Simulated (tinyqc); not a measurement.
From results back to parameters: image-charge renormalisation of a gap near a dielectric or metal. Three cases, with inputs chosen for the exercise.

Problem. A small molecule or defect in vacuum at height z above the image plane of a substrate has both its electron and hole levels stabilised by (e^2/4 pi eps0)(es - 1)/((es + 1) 4 z), so its gap shrinks by twice that. The reduced gap is given.

Constants: e^2/(4 pi eps0) = 14.39964547 eV angstrom.

Case 1.

Values chosen: E0 = 5.51 eV (quasiparticle gap far from the surface); es = 10000 (dielectric constant of the substrate (1e4: a metal)).

gap near the surface = 4.46676 eV

Case 2.

Values chosen: E0 = 6.22 eV (quasiparticle gap far from the surface); es = 4.5 (dielectric constant of the substrate (1e4: a metal)).

gap near the surface = 5.60911 eV

Case 3.

Values chosen: E0 = 4.83 eV (quasiparticle gap far from the surface); es = 2.3 (dielectric constant of the substrate (1e4: a metal)).

gap near the surface = 4.49632 eV

Find: reduction; (es - 1)/(es + 1); z.

Solution. z = (e^2/4 pi eps0)(es - 1)/((es + 1) 2 x reduction). Local and hybrid functionals miss this shift, since it is a non-local correlation effect.

Case 1.

reduction = 1.0432 eV
(es - 1)/(es + 1) = 0.9998
z = 6.90 angstrom

Case 2.

reduction = 0.6109 eV
(es - 1)/(es + 1) = 0.6364
z = 7.50 angstrom

Case 3.

reduction = 0.3337 eV
(es - 1)/(es + 1) = 0.3939
z = 8.50 angstrom

Computed by tinyqc, one run a case: `OMP_NUM_THREADS=1 python tinyqc.py N N+1 out.jsonl` with N = 1850141, 1850147, 1850168; one thread of a shared Intel(R) Xeon(R) Processor @ 2.30GHz, about 0.02 s a run at most.
